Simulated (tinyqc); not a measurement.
# Field from the level spacing

Question. In a triangular well E_k = a_k (C F^2/mz1)^(1/3), a_1 = 2.338107, a_2 = 4.087949, C = hbar^2/(2 m0), F in eV/nm (1 MV/cm = 0.1 eV/nm). Find F, E_1, the mean distance 2 E_1/(3 F) of the lowest level and the sheet charge eps0 eps_r F/q behind such a field.

Parameters, values chosen for the exercise: relative permittivity eps_r = 11.8; mass along z of valley set A (2 valley(s)) mz1 = 0.909 m0.

Constants: q = 1.602176634e-19 C, hbar = 1.054571817e-34 J s, m0 = 9.1093837015e-31 kg, eps0 = 8.8541878128e-14 F/cm where lengths are in cm, hbar^2/(2 m0) = 0.0380998212 eV nm^2. Results are converted to the units shown.

spacing of the two lowest levels = 76.900094 meV

Answer. The spacing over a_2 - a_1 is the energy scale (C F^2/mz1)^(1/3), which gives F.

F = 0.450 MV/cm
E_1 = 103 meV
mean distance = 1.52 nm
sheet charge over q = 2.93e12 cm^-2

Computed by the program tinyqc: `OMP_NUM_THREADS=1 python tinyqc.py 2160134 2160135 out.jsonl`, one thread of a shared Intel Xeon 2.30GHz, about 0.8 s for the whole run.
